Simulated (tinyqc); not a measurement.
# Charge pumping in an n-channel transistor: effect of temperature

The gate is pulsed from accumulation to inversion and back. Energies E are counted from the intrinsic level; Dit(E) = D0 [1 + b (2 E/Eg)^2]. During each edge the traps near the bands emit their carriers, and those between Eh and Ee recombine once a cycle.

Nc and Nv are given at 250 K and scale as T^1.5, vth as T^0.5; Eg and the cross-sections are held. ni = sqrt(Nc Nv) exp(-Eg/(2 Vt)), Eg in volts; emission times te = (dV/Va) tf and th = (dV/Va) tr; Ee = -Vt ln(vth sn ni te), Eh = +Vt ln(vth sp ni th). Nit = integral of Dit from Eh to Ee = D0 [Ee - Eh + 4 b (Ee^3 - Eh^3)/(3 Eg^2)], Qcp = q A Nit, Icp = f Qcp.

Inputs (values chosen for the exercise); band and dielectric values close to those of germanium: band gap Eg = 0.654 eV; conduction-band density of states at 250 K Nc = 7.76e18 cm^-3; valence-band density of states at 250 K Nv = 4.53e18 cm^-3; gate area A = 2.6 um^2; trap density at midgap D0 = 3.7e10 cm^-2 eV^-1; rise of the trap density towards the band edges b = 0; cross-section for electrons sn = 1.1e-15 cm^2; cross-section for holes sp = 1e-16 cm^2; thermal velocity at 250 K, one nominal value for electrons and holes vth = 1.7e7 cm/s; Vth - Vfb dV = 0.7 V; pulse height Va = 2 V; frequency f = 1.1e6 Hz; rise time tr = 15 ns; fall time tf = 74 ns.

Constants: q = 1.602176634e-19 C, kB = 1.380649e-23 J/K, Vt = kB T/q. Results are converted to the units shown.

Result of one run:

| T (K) | Ee (eV) | Eh (eV) | Nit (cm^-2) | Icp (pA) |
|---|---|---|---|---|
| 380 | 0.038835 | -0.16962 | 7.7128e9 | 35.342 |

What becomes of these results when the temperature T is changed from 380 to 180 K, all else the same?

Result of the changed run:

| T (K) | Ee (eV) | Eh (eV) | Nit (cm^-2) | Icp (pA) |
|---|---|---|---|---|
| 180 | 0.21368 | -0.27563 | 1.8105e10 | 82.959 |

The whole series:

| T (K) | Ee (eV) | Eh (eV) | Nit (cm^-2) | Icp (pA) |
|---|---|---|---|---|
| 180 | 0.21368 | -0.27563 | 1.8105e10 | 82.959 |
| 220 | 0.18089 | -0.25661 | 1.6187e10 | 74.174 |
| 260 | 0.14684 | -0.23632 | 1.4177e10 | 64.962 |
| 300 | 0.11172 | -0.21497 | 1.2088e10 | 55.389 |
| 340 | 0.075686 | -0.19270 | 9.9304e9 | 45.503 |
| 380 | 0.038835 | -0.16962 | 7.7128e9 | 35.342 |

The window Ee - Eh shrinks from 0.489 to 0.208 eV, since emission is faster when hot, and Icp falls from 83.0 to 35.3 pA.

Range of the model: The Fermi levels of inversion and accumulation are taken to lie beyond Ee and Eh, the flat tops to fill all traps, and no geometric current is added.

Program tinyqc, `OMP_NUM_THREADS=1 python tinyqc.py 2030119 2030120 out.jsonl`; Intel Xeon 2.30GHz, shared host, one thread, about 0.01 s.
